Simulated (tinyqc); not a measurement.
# FinFET, parasitic resistance, capacitance and delay: what changes with what

Nf fins under one contact; each has gated perimeter p = 2 Hf + Wf and cross-section A = Hf Wf; contact width Wc = Nf pf, stack height Hs = Hf. Contact length Lc = CPP - Lg - 2 Lsp, shared by two neighbouring gates. Source and drain sides are equal. The formulas are first-order estimates, not field solutions.

Values chosen for this exercise; values close to those of silicon logic devices:
- T = 300 K (temperature)
- Nf = 2 (number of fins)
- Hf = 55 nm (fin height)
- Wf = 5 nm (fin width)
- pf = 30 nm (fin pitch)
- CPP = 54 nm (contacted gate pitch)
- Lg = 16 nm (gate length)
- Lsp = 6 nm (spacer length)
- ks = 3.3 (relative permittivity of the spacer)
- Hc = 20 nm (gate height above the channel stack)
- rc = 6.5e-10 ohm cm^2 (contact resistivity)
- re = 0.00026 ohm cm (resistivity of the source-drain epitaxy)
- te = 20 nm (current-carrying depth of the epitaxy)
- rx = 0.00086 ohm cm (resistivity of the extension)
- Lov = 2 nm (gate overlap)
- Cinv = 2.4 uF/cm^2 (inversion capacitance)
- vx = 1.1e7 cm/s (injection velocity)
- mu = 150 cm^2/(V s) (apparent mobility)
- VT = 0.22 V (threshold at zero drain voltage)
- dl = 0.078 V/V (barrier lowering)
- n = 1.18 (subthreshold factor)
- Cw = 0.3 fF (wire load)
- Vdd = 0.75 V (supply voltage)

Constants: q = 1.602176634e-19 C, kB = 1.380649e-23 J/K, eps0 = 8.8541878128e-12 F/m, Vt = kB T/q. Results are converted to the units shown.

Each table varies one quantity; the others keep the values above.

## Effect of the fin height

Epitaxy sheet resistance Rsh = re/te, transfer length LT = sqrt(rc/Rsh), contact Rc = [sqrt(rc Rsh)/Wc] coth(Lc/(2 LT)); extension of one fin Rx = rx Lsp/A. With N fins: gate Cg = Cinv p N Lg; per side, plate Cp = ks eps0 [Wc (Hs + Hc) - N A]/Lsp, top fringe Cf = (2/pi) ks eps0 Wc ln(1 + Lg/(2 Lsp)), overlap Co = Cinv p N Lov. One fin: I = p Q vx u/(1 + |u|^1.8)^(1/1.8), Q = Cinv n Vt ln(1 + exp((Vg' - VT + dl Vd')/(n Vt))), u = Vd' mu/(vx Lg), Vg' = Vgs - v, Vd' = Vds - 2 v, with the drop on each side v = Rc (sum of I) + Rx I. Ieff = [I(Vgs = Vdd, Vds = Vdd/2) + I(Vdd/2, Vdd)]/2, total currents. With Cs = Cp + Cf + Co, the load of an inverter of two such devices driving an equal one is CL = 2 (Cg + 2 Cs) + 4 Cs + Cw (own drains counted twice for the Miller effect); delay CL Vdd/(2 Ieff).

The same in every row: Rc (ohm) = 92.52.

Effect of the fin height:

| Hf (nm) | Rx/N (ohm) | Ieff (uA) | CL (aF) | delay (ps) |
|---|---|---|---|---|
| 20 | 258.0 | 78.23 | 497.0 | 2.382 |
| 30 | 172.0 | 111.9 | 562.5 | 1.885 |
| 40 | 129.0 | 144.8 | 628.1 | 1.627 |
| 50 | 103.2 | 176.8 | 693.6 | 1.472 |
| 60 | 86.00 | 208.0 | 759.2 | 1.369 |
| 70 | 73.71 | 238.4 | 824.7 | 1.297 |
| 80 | 64.50 | 268.0 | 890.3 | 1.246 |
| 90 | 57.33 | 296.9 | 955.9 | 1.207 |

As Hf goes from 20 to 90 nm, Ieff rises from 78.2 to 297 uA, CL rises from 497 to 956 aF and the delay falls from 2.38 to 1.21 ps. From the first row to the last Ieff grows by a factor of 3.80 and CL by 1.92; the first step changes the delay by -21 %, the last by -3.1 %.

## Effect of the number of fins

Same model as above.

Effect of the number of fins:

| Nf | Rc (ohm) | Rx/N (ohm) | Ieff (uA) | CL (aF) | delay (ps) |
|---|---|---|---|---|---|
| 1 | 185.0 | 187.6 | 96.23 | 513.2 | 2.000 |
| 2 | 92.52 | 93.82 | 192.5 | 726.4 | 1.415 |
| 3 | 61.68 | 62.55 | 288.7 | 939.6 | 1.221 |
| 4 | 46.26 | 46.91 | 384.9 | 1153 | 1.123 |
| 5 | 37.01 | 37.53 | 481.2 | 1366 | 1.065 |
| 6 | 30.84 | 31.27 | 577.4 | 1579 | 1.026 |

As Nf goes from 1 to 6, Ieff rises from 96.2 to 577 uA, CL rises from 513 to 1580 aF and the delay falls from 2.00 to 1.03 ps. From the first row to the last Ieff grows by a factor of 6.00 and CL by 3.08; the first step changes the delay by -29 %, the last by -3.7 %.

## Effect of the contacted gate pitch

Same model as above.

The same in every row: Rx/N (ohm) = 93.82; CL (aF) = 726.4.

Effect of the contacted gate pitch:

| CPP (nm) | Rc (ohm) | Ieff (uA) | delay (ps) |
|---|---|---|---|
| 36 | 273.7 | 167.7 | 1.625 |
| 42 | 159.8 | 182.8 | 1.490 |
| 48 | 115.5 | 189.1 | 1.441 |
| 54 | 92.52 | 192.5 | 1.415 |
| 60 | 78.89 | 194.5 | 1.401 |
| 66 | 70.12 | 195.8 | 1.391 |
| 72 | 64.19 | 196.7 | 1.385 |
| 78 | 60.04 | 197.3 | 1.380 |

As CPP goes from 36 to 78 nm, Ieff rises from 168 to 197 uA, CL stays at 726 aF and the delay falls from 1.62 to 1.38 ps. Only the contact length changes, so the capacitance stays and the pitch acts through Rc.

Numbers from tinyqc (`OMP_NUM_THREADS=1 python tinyqc.py 2170143 2170144 out.jsonl`; about 0.04 s on one thread of a shared Intel Xeon 2.30GHz).
